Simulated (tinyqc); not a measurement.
Two-dimensional electron gas with Rashba and Dresselhaus coupling: one step. The two wave vectors at the energy E0 along this direction. Four cases, with inputs chosen for the exercise.

Question. Solve c k^2/m -/+ |B(k)| = E0. The spin turns by (k_outer - k_inner) per length, so a half turn takes pi/(difference).

H = c k^2/m + al (ky sx - kx sy) + b1 (kx sx - ky sy) + gam kx ky (kx sy - ky sx), s the Pauli matrices, x = [100], c = hbar^2/2m0, b1 = gam (pi/L)^2 (hard walls). H = c k^2/m + B.s, so E = c k^2/m -/+ |B| and the lower state has its spin along -B.

Constants: hbar^2/2m0 = 3.80998211 eV angstrom^2.

Case 1.

Values chosen (of the size met in GaAs; not measured data): m = 0.0681 m0 (mass); al = 0.018 eV angstrom (Rashba constant); gam = 10.6 eV angstrom^3 (bulk Dresselhaus constant); L = 170 angstrom (width of the (001) well); phi = 160 degrees (angle of k from [100]).

E0 = 8.43659 meV

Case 2.

Values chosen (of the size met in GaN; not measured data): m = 0.2256 m0 (mass); al = 0.0056 eV angstrom (Rashba constant); gam = 0 eV angstrom^3 (bulk Dresselhaus constant); L = 149 angstrom (width of the (001) well); phi = 160 degrees (angle of k from [100]).

E0 = 7.10949 meV

Case 3.

Values chosen (of the size met in GaAs; not measured data): m = 0.0665 m0 (mass); al = 0.018 eV angstrom (Rashba constant); gam = 9.4 eV angstrom^3 (bulk Dresselhaus constant); L = 146 angstrom (width of the (001) well); phi = 0 degrees (angle of k from [100]).

E0 = 18.35910 meV

Case 4.

Values chosen (of the size met in GaN; not measured data): m = 0.237 m0 (mass); al = 0.0062 eV angstrom (Rashba constant); gam = 0 eV angstrom^3 (bulk Dresselhaus constant); L = 105 angstrom (width of the (001) well); phi = 45 degrees (angle of k from [100]).

E0 = 7.27255 meV

Give: k; difference; length of a half turn.

Answer.

Case 1.

k (1/angstrom): outer 0.012428, inner 0.012134

difference = 0.0002935 1/angstrom
length of a half turn = 1070 nm

For linear terms alone the difference is (m/c)|B|/k, whatever the energy: every electron along this direction turns alike, the basis of the spin transistor. The cubic term makes it depend on density.

Case 2.

k (1/angstrom): outer 0.020684, inner 0.020353

difference = 0.0003316 1/angstrom
length of a half turn = 947.4 nm

For linear terms alone the difference is (m/c)|B|/k, whatever the energy: every electron along this direction turns alike, the basis of the spin transistor.

Case 3.

k (1/angstrom): outer 0.018063, inner 0.017740

difference = 0.0003232 1/angstrom
length of a half turn = 971.9 nm

For linear terms alone the difference is (m/c)|B|/k, whatever the energy: every electron along this direction turns alike, the basis of the spin transistor.

Case 4.

k (1/angstrom): outer 0.021463, inner 0.021077

difference = 0.0003857 1/angstrom
length of a half turn = 814.6 nm

For linear terms alone the difference is (m/c)|B|/k, whatever the energy: every electron along this direction turns alike, the basis of the spin transistor.

Computed by tinyqc, one run a case: `OMP_NUM_THREADS=1 python tinyqc.py N N+1 out.jsonl` with N = 1450374, 1450420, 1450616, 1450770; one thread of a shared Intel(R) Xeon(R) Processor @ 2.30GHz, about 0.01 s a run at most.
